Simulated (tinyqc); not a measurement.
Worked calculation: LDA (PW92) atom on a uniform radial grid, spin-unpolarised, for F. Computed by tinyqc, a small Python program that keeps every step. Settings: Z = 9, points = 128, R = 9.6, functional = lda,pw, mixing = 1.0, iteration cap = 82. Command: `OMP_NUM_THREADS=1 python tinyqc.py 24012 24013 out.jsonl` (the two numbers bound the seeds that draw the settings). One thread of a shared host (Intel(R) Xeon(R) Processor @ 2.60GHz), about 0.5 s of CPU time with the checks.

Spherical atom on a uniform radial grid r_j = j h with h = R/(N + 1), h sum u^2 = 1 and integrals as h times sums, u(0) = u(R) = 0 (atomic units):
```
parameter           value
Z                       9
points N              128
R                9.600000
h                0.074419
mixing           1.000000
electrons in 1s         2
electrons in 2s         2
electrons in 2p         5
```

Three-point differences turn -u''/2 + [l(l+1)/2r^2 - Z/r + V] u = e u into a tridiagonal matrix (diagonal 1/h^2 + potential, off-diagonal -1/2h^2). D = sum f u^2; the Hartree potential y/r solves y'' = -D/r with y(0) = 0, y(R) = N_e; v_xc comes from rho = D/(4 pi r^2); E = sum f e - int D V + int D (V_H/2 + eps_xc); V(new) = V + mixing (V_H + v_xc - V).

Stop when input and output potentials agree to 1e-7.

Course of the cycle (hartree):
```
iteration             E       e(1s)      e(2s)       e(2p)  largest |V(out) - V(in)|
1          -79.46794713  -36.758480  -9.856010  -10.226191                  2.56e+01
2          -76.48164089  -14.998687   0.007182    0.105771                  1.45e+01
3          -86.89752214  -27.834428  -5.193547   -5.064863                  1.17e+01
4          -79.76159034  -17.169218  -0.110473    0.099762                  1.08e+01
5          -87.46810380  -27.055462  -4.720456   -4.543760                  1.05e+01
6          -80.15020595  -17.394657  -0.133174    0.098280                  1.04e+01
7          -87.53801576  -26.954969  -4.657245   -4.474706                  1.04e+01
8          -80.20174630  -17.423136  -0.136299    0.098057                  1.04e+01
9          -87.54723331  -26.941510  -4.648660   -4.465352                  1.04e+01
10         -80.20862395  -17.426901  -0.136717    0.098026                  1.04e+01
11         -87.54846144  -26.939712  -4.647511   -4.464100                  1.04e+01
...                 ...         ...        ...         ...                       ...
72         -80.20968323  -17.427480  -0.136782    0.098022                  1.04e+01
73         -87.54865055  -26.939435  -4.647333   -4.463907                  1.04e+01
74         -80.20968323  -17.427480  -0.136782    0.098022                  1.04e+01
75         -87.54865055  -26.939435  -4.647333   -4.463907                  1.04e+01
76         -80.20968323  -17.427480  -0.136782    0.098022                  1.04e+01
77         -87.54865055  -26.939435  -4.647333   -4.463907                  1.04e+01
78         -80.20968323  -17.427480  -0.136782    0.098022                  1.04e+01
79         -87.54865055  -26.939435  -4.647333   -4.463907                  1.04e+01
80         -80.20968323  -17.427480  -0.136782    0.098022                  1.04e+01
81         -87.54865055  -26.939435  -4.647333   -4.463907                  1.04e+01
82         -80.20968323  -17.427480  -0.136782    0.098022                  1.04e+01
```

Can the last value be used, and what does the course show?

Not by the stop rule; and the uniform grid itself carries an error of order h^2 at the cusp, far above the threshold. Not converged within 82 iterations: the residual has stopped falling: the iteration swings between two states. Reruns (cap 100 unless said): mixing 0.3: converged in 50; mixing 0.6: converged in 20; the original settings with a cap of 400: not converged. Even converged, this uniform grid resolves the cusp poorly and misses the energy of the atom.
